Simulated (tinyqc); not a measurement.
Schottky barrier on an n-type semiconductor, non-linear Poisson equation by Newton steps: one step of the calculation.

One dimension, metal at x = 0, donor density C(x) = Nd, uniform. Energies are counted from the electron Fermi level of the semiconductor and the conduction-band edge is Ec = -psi, so n = Nc exp(psi/Vt); holes follow the Fermi level of the metal, at -V, so p = Nv exp((V - psi - Eg)/Vt). Ends: psi(0) = V - phiB and psi = Vt ln(Nd/Nc) deep inside. Boltzmann statistics, full ionisation, no current, no image force in the Poisson equation.

Question. Converged densities, field and barrier lowering. n and p as above; E_i = -(psi_(i+1) - psi_i)/h_i; at the metal |E_0| = |E on interval 0| + q rho_0 (h_0/2)/(eps0 eps_r), rho_0 = p_0 - n_0 + C_0; image-force lowering dphi = sqrt(q |E_0|/(4 pi eps0 eps_r)).

Inputs (values chosen for the exercise); band and dielectric values close to those of cadmium telluride: temperature T = 300 K; band gap Eg = 1.5 eV; relative permittivity eps_r = 10.1; conduction-band density of states at T Nc = 8.07e17 cm^-3; valence-band density of states at T Nv = 1.8e19 cm^-3; bias of the metal against the semiconductor V = 0 V.

Constants: q = 1.602176634e-19 C, kB = 1.380649e-23 J/K, Vt = kB T/q, eps0 = 8.8541878128e-14 F/cm where lengths are in cm. Results are converted to the units shown.

```
node,x (nm),converged psi (V),donor density C (cm^-3)
0,0,-0.62000000,3.3e16
1,13,-0.52369128,3.3e16
2,27.5,-0.42805760,3.3e16
3,43.8,-0.33539311,3.3e16
4,62,-0.25048775,3.3e16
5,82.4,-0.17856164,3.3e16
6,105,-0.12690351,3.3e16
7,131,-0.09808521,3.3e16
8,159,-0.08715018,3.3e16
9,191,-0.08373188,3.3e16
10,227,-0.08286812,3.3e16
11,267,-0.08268379,3.3e16
12,312,-0.08264994,3.3e16
13,362,-0.08264409,3.3e16
```

Wanted: n; p; field E; |E_0| at the metal; image-force lowering.

Answer.

```
node,n (cm^-3),p (cm^-3)
0,3.0998e7,29643
1,1.2860e9,714.51
2,5.1978e10,17.678
3,1.8729e12,0.49061
4,4.9988e13,0.018382
5,8.0755e14,0.0011379
6,5.9565e15,1.5426e-4
7,1.8160e16,5.0599e-5
8,2.7721e16,3.3147e-5
9,3.1640e16,2.9041e-5
10,3.2715e16,2.8087e-5
11,3.2949e16,2.7887e-5
12,3.2993e16,2.7851e-5
13,3.3000e16,2.7845e-5
```

```
interval,field E (kV/cm)
0,-74.084
1,-65.954
2,-56.849
3,-46.651
4,-35.258
5,-22.858
6,-11.084
7,-3.905
8,-1.068
9,-0.240
10,-0.046
11,-0.008
12,-0.001
```

|E_0| at the metal = 77.927 kV/cm
image-force lowering = 33.332 mV

Computed by the program tinyqc: `OMP_NUM_THREADS=1 python tinyqc.py 2020162 2020163 out.jsonl`, one thread of a shared Intel Xeon 2.30GHz, about 0.05 s for the whole run.
